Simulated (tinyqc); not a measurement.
Diamond against structures with more neighbours: Stillinger-Weber potential for a tetrahedral semiconductor. Computed by tinyqc, a small Python program. Command: `OMP_NUM_THREADS=1 python tinyqc.py 3005379 3005380 out.jsonl swsi walk`. One thread of a shared host (Intel(R) Xeon(R) Processor @ 2.30GHz), about 0.05 s of CPU time with the checks.

With x = r/sigma: pair term eps A (B x^-4 - 1) exp(1/(x - a)); for each pair of neighbours j, k of atom i, three-body term eps lambda exp(gamma/(x_ij - a) + gamma/(x_ik - a)) (cos theta_jik + 1/3)^2; both vanish beyond x = a. A = 7.049556277, B = 0.6022245584, a = 1.8.

Inputs (values chosen for the exercise, modelled on silicon): energy scale eps = 2.202 eV; length scale sigma = 2.093 angstrom; three-body strength lambda = 22.1; gamma = 1.2.

Method. Each structure is relaxed in its neighbour distance d (lowest minimum for d between sigma and 1.7 sigma), with all neighbours inside the cut-off, second shells too where they fall inside.

Energies per atom (eV):
```
structure     first neighbours  d (angstrom)     pair  three-body    total  volume (angstrom^3)
diamond                      4        2.3493  -4.4040      0.0000  -4.4040               19.963
simple cubic                 6        2.6204  -5.6687      1.6262  -4.0425               17.994
bcc                          8        2.8171  -6.3189      2.3201  -3.9988               17.210
fcc                         12        2.9396  -6.2809      2.4036  -3.8773               17.962
```

What does the comparison show, and why?

The order is diamond < simple cubic < bcc < fcc, the lowest two 0.361 eV apart. Against diamond the pair energy changes by -1.26 (simple cubic), -1.91 (bcc), -1.88 (fcc) eV, while angles away from 109.47 degrees cost 1.63, 2.32, 2.40 eV; the bonds stretch to 2.94 angstrom in fcc to weaken that penalty.

Extremes, crossings and ranges named in words are read from the listed rows.
